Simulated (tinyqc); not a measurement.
Silicon n-p-n transistor, Gummel numbers and transit times: Cut-off frequency against collector current.

One-dimensional n-p-n transistor in the forward active mode at low injection. In the base p(x) = NB exp(-eta x/wb) and ni(x)^2 = ni^2 exp((g0 + g1 x/wb)/Vt); electrons leave the base at vsat; band spikes at the emitter junction and recombination inside the emitter are ignored.

f(x) = p(x) ni^2/ni(x)^2; I(x) = integral from x to wb of f/Dn, plus f(wb)/vsat; base Gummel number GB = I(0); electron density per unit flux n/(J/q) = I/f; base transit time tauB = integral of I/f over the base. ni = sqrt(Nc Nv) exp(-Eg/(2 Vt)), Eg in volts; JC = J0 exp(VBE/Vt), J0 = q ni^2/GB; collector layer one-sided, Wc = sqrt(2 eps0 eps_r (Vbc + VCB)/(q NC)), Vbc = Vt ln(NB exp(-eta) NC/ni^2), Cjc = eps0 eps_r/Wc, tauC = Wc/(2 vsat). Delay 1/(2 pi fT) = tauE + tauB + tauC + tauR with tauE = Vt (Cj + Cjc)/JC and tauR = Rc Cjc. Charge stored in the emitter is left out. The Kirk effect, also left out, sets in near JC = q NC vsat. n(0) = (JC/q) I(0)/f(0).

Values chosen for this exercise; band and dielectric values close to those of silicon: temperature T = 300 K; band gap Eg = 1.11 eV; relative permittivity eps_r = 11.6; conduction-band density of states at T Nc = 2.75e19 cm^-3; valence-band density of states at T Nv = 2.64e19 cm^-3; saturation velocity vsat = 9.97e6 cm/s; neutral base width wb = 160 nm; base doping at the emitter edge NB = 1.2e18 cm^-3; doping falls as exp(-eta x/wb) eta = 0; gap reduction at the emitter edge of the base g0 = 0 eV; further gap reduction across the base (linear) g1 = 0 eV; electron diffusion coefficient in the base Dn = 4 cm^2/s; collector doping NC = 6.3e15 cm^-3; collector-base reverse bias VCB = 0.6 V; emitter junction capacitance Cj = 1 fF/um^2; emitter plus collector resistance Rc = 27 ohm um^2.

Constants: q = 1.602176634e-19 C, kB = 1.380649e-23 J/K, Vt = kB T/q, eps0 = 8.8541878128e-14 F/cm where lengths are in cm. Results are converted to the units shown.

The same in every row: tauB (ps) = 33.60; tauC (ps) = 2.690; tauR (ps) = 0.005171.

Cut-off frequency against collector current:

| JC (mA/um^2) | VBE (V) | tauE (ps) | fT (GHz) | JC/(q NC vsat) | n(0)/NB |
|---|---|---|---|---|---|
| 0.00034 | 0.7622 | 90.60 | 1.254 | 0.003379 | 7.251e-4 |
| 0.00072 | 0.7816 | 42.78 | 2.013 | 0.007155 | 0.001536 |
| 0.0015 | 0.8006 | 20.54 | 2.800 | 0.01491 | 0.003199 |
| 0.0033 | 0.8210 | 9.334 | 3.488 | 0.03279 | 0.007038 |
| 0.0071 | 0.8408 | 4.338 | 3.916 | 0.07055 | 0.01514 |
| 0.015 | 0.8601 | 2.054 | 4.150 | 0.1491 | 0.03199 |
| 0.033 | 0.8805 | 0.9334 | 4.275 | 0.3279 | 0.07038 |
| 0.07 | 0.9000 | 0.4400 | 4.332 | 0.6956 | 0.1493 |
| 0.15 | 0.9197 | 0.2054 | 4.360 | 1.491 | 0.3199 |

fT rises from 1.25 to 4.36 GHz as the charging time falls as 1/JC; its limit for vanishing tauE is 4.38 GHz, of which the largest delay is tauB (92.6 %). tauE equals the other delays together at JC = 8.49e-4 mA/um^2. For JC = 0.07, 0.15 JC nears or passes q NC vsat, where base push-out would lower fT. For JC = 0.15 the electron density at the emitter edge exceeds a fifth of NB, beyond low injection.

Range of the model: Heavy doping makes emitter or base degenerate; gE and g0 are to be read as apparent gap changes that include this.

tinyqc, about 0.01 s, one thread, Intel Xeon 2.30GHz (shared host): `OMP_NUM_THREADS=1 python tinyqc.py 2320018 2320019 out.jsonl`
